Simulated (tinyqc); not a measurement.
Worked calculation: Hall effect and magnetoresistance of several carrier groups with constant relaxation times. Computed by tinyqc, a small Python program that keeps every step. Command: `OMP_NUM_THREADS=1 python tinyqc.py 3015605 3015606 out.jsonl hall2 walk`. One thread of a shared host (Intel(R) Xeon(R) Processor @ 2.30GHz), about 0.01 s of CPU time with the checks. Intermediate numbers are printed to about 6 digits and carried at full precision; extremes and crossings named in words are read from the listed rows.

Group 1 has charge -e and group 2 charge +e; s_i is that sign. B lies along z; mu B is formed with mu in m^2/(V s).

Inputs (values chosen for the exercise, for a model conductor):

| quantity | value | unit |
|---|---|---|
| density n1 | 6e+18 | 1/cm^3 |
| mobility mu1 | 15000 | cm^2/(V s) |
| density n2 | 3.5e+19 | 1/cm^3 |
| mobility mu2 | 7300 | cm^2/(V s) |
| magnetic field B | 0.14 | T |

Carriers: electrons and holes. Densities: per volume.

Constants: e = 1.602176634e-19 C.

## Conductivity of each group

sigma_xx = sum n_i e mu_i/(1 + mu_i^2 B^2); sigma_xy = sum s_i n_i e mu_i^2 B/(1 + mu_i^2 B^2).

Parts (S/cm):

| group | mu B | sigma_xx | sigma_xy |
|---|---|---|---|
| group 1 | 0.21 | 13810.5 | -2900.21 |
| group 2 | 0.1022 | 40512.5 | 4140.37 |

sigma_xx = 54323.0 S/cm

sigma_xy = 1240.16 S/cm

sigma at B = 0 = 55355.2 S/cm

## Resistivity, Hall coefficient and magnetoresistance

rho_xx = sigma_xx/(sigma_xx^2 + sigma_xy^2); Hall coefficient R_H = sigma_xy/(B (sigma_xx^2 + sigma_xy^2)), with B in V s/cm^2 (1 T = 1e-4 V s/cm^2); magnetoresistance MR = rho_xx(B)/rho_xx(0) - 1. Apparent density 1/(e |R_H|); Hall mobility |R_H|/rho_xx.

rho_xx = 1.83988e-05 ohm cm

Hall coefficient R_H = 0.0300024 cm^3/C

magnetoresistance MR = 1.84702 %

apparent density = 2.08034e+20 1/cm^3

Hall mobility = 1630.67 cm^2/(V s)

A one-carrier reading would report holes of density 2.08e20, against n1 = 6.0e18 and n2 = 3.5e19.

## Limits of weak and strong field

Weak field: R_H(0) = sum s_i n_i mu_i^2/(e (sum n_i mu_i)^2); MR = c B^2 with c = n1 n2 mu1 mu2 (s1 mu1 - s2 mu2)^2/(n1 mu1 + n2 mu2)^2. Strong field: R_H = 1/(e sum s_i n_i); rho_xx saturates at (n1/mu1 + n2/mu2)/(e (sum s_i n_i)^2).

R_H at weak field = 0.0269356 cm^3/C

coefficient c = 0.957959 1/T^2

R_H at strong field = 0.215224 cm^3/C

saturation MR = 113.402 %

R_H keeps its sign, and its size changes by a factor 7.99 from weak to strong field.

## Field dependence

rho_xx = sigma_xx/(sigma_xx^2 + sigma_xy^2); Hall coefficient R_H = sigma_xy/(B (sigma_xx^2 + sigma_xy^2)), with B in V s/cm^2 (1 T = 1e-4 V s/cm^2); magnetoresistance MR = rho_xx(B)/rho_xx(0) - 1.

Against the field:

| B (T) | mu1 B | rho_xx (ohm cm) | R_H (cm^3/C) | MR (%) |
|---|---|---|---|---|
| 0.033 | 4.95000e-02 | 1.80840e-05 | 0.027109 | 1.04226e-01 |
| 0.1 | 1.50000e-01 | 1.82368e-05 | 0.028513 | 9.49935e-01 |
| 0.27 | 4.05000e-01 | 1.92535e-05 | 0.037858 | 6.57841e+00 |
| 0.67 | 1.00500e+00 | 2.36977e-05 | 0.078705 | 3.11793e+01 |
| 1.7 | 2.55000e+00 | 3.25983e-05 | 0.160510 | 8.04487e+01 |
| 4 | 6.00000e+00 | 3.71400e-05 | 0.202253 | 1.05589e+02 |
| 10 | 1.50000e+01 | 3.83116e-05 | 0.213022 | 1.12075e+02 |
| 27 | 4.05000e+01 | 3.85181e-05 | 0.214919 | 1.13218e+02 |
| 80 | 1.20000e+02 | 3.85475e-05 | 0.215190 | 1.13381e+02 |

MR starts as B^1.99 and ends as B^0.00; it saturates at 113 %. One group alone would show no magnetoresistance in this model. The rows with mu1 B well above 1 show the semiclassical limit; Landau quantisation is left out.

## Back from four measured limits to the two groups

With z_i = s_i mu_i and w_i = s_i n_i the moments M_k = w1 z1^k + w2 z2^k are M_(-1) = (1 + MR_sat) M_0^2/M_1, M_0 = 1/(e R_strong), M_1 = sigma(0)/e, M_2 = R_weak sigma(0)^2/e. The z_i are the roots of z^2 + p z + q with M_2 + p M_1 + q M_0 = 0 and M_1 + p M_0 + q M_(-1) = 0; then w follows from M_0 and M_1. Group 1 is the faster.

p and q: 7700  -1.09500e+08

signed mobilities s_i mu_i (cm^2/(V s)): -15000  7300.00

densities (1/cm^3): 6.00e+18  3.50e+19

Checks made by the program: weak-field formulas against the tensor at mu1 B = 1e-3 (relative difference 3e-06); recovered mobilities and densities against the inputs (relative difference below 1e-10).
